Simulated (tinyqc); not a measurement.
MESFET, gradual channel with velocity saturation: two steps of the calculation.

A uniformly doped n-type channel, depleted from the top by a Schottky gate; at channel potential V the depleted share of a is u = sqrt((Vbi - Vg + V)/Vp), s at the source. Electrons drift with v = mu E/(1 + mu E/vsat). Abrupt depletion edge, no series resistance, source at 0.

Inputs (values chosen for the exercise); material values close to those of gallium arsenide: temperature T = 325 K; relative permittivity of the semiconductor eps_r = 12.7; conduction-band density of states at T Nc = 4.95e17 cm^-3; donor density of the channel Nd = 2.1e16 cm^-3; channel thickness a = 550 nm; low-field mobility at this doping mu = 4600 cm^2/(V s); saturation velocity vsat = 1.1e7 cm/s; gate length L = 2 um; gate width W = 300 um; Schottky barrier phiB = 0.77 V; gate voltage Vg = -2.7 V.

Constants: q = 1.602176634e-19 C, kB = 1.380649e-23 J/K, Vt = kB T/q, eps0 = 8.8541878128e-14 F/cm where lengths are in cm. Results are converted to the units shown.

Question 1. Built-in and pinch-off voltages. Vbi = phiB - Vt ln(Nc/Nd); Vp = q Nd a^2/(2 eps0 eps_r); G0 = q mu Nd a W/L; Z = mu Vp/(vsat L); s = sqrt((Vbi - Vg)/Vp). VT = Vbi - Vp.

Give: Vbi; Vp; VT; G0; Z; s.

Answer 1.

Vbi = 0.68150 V
Vp = 4.5256 V
VT = -3.8441 V
G0 = 127.69 mS
Z = 9.4625
s = 0.86441

Z = 9.46: velocity saturation dominates.

Question 2. The saturation point by Newton steps. a is the channel (half-)thickness, Vp its pinch-off voltage and Z = mu Vp/(vsat L); an iterate with u > 1 is an overshoot, not a physical state. f = (1 - u)(1 + Z (u^2 - s^2)) - Z F/3, F = 3 (u^2 - s^2) - 2 (u^3 - s^3); f' = -(1 + Z (u^2 - s^2)); u(new) = u - f/f'.

u at the start = 0.93
Z = 9.4625409
s = 0.86440709

Give: f; f'; u after iteration 1.

Answer 2.

f = 0.03392
f' = -2.114
u after iteration 1 = 0.9460

Program tinyqc, `OMP_NUM_THREADS=1 python tinyqc.py 2500029 2500030 out.jsonl`; Intel Xeon 2.30GHz, shared host, one thread, about 0.05 s.
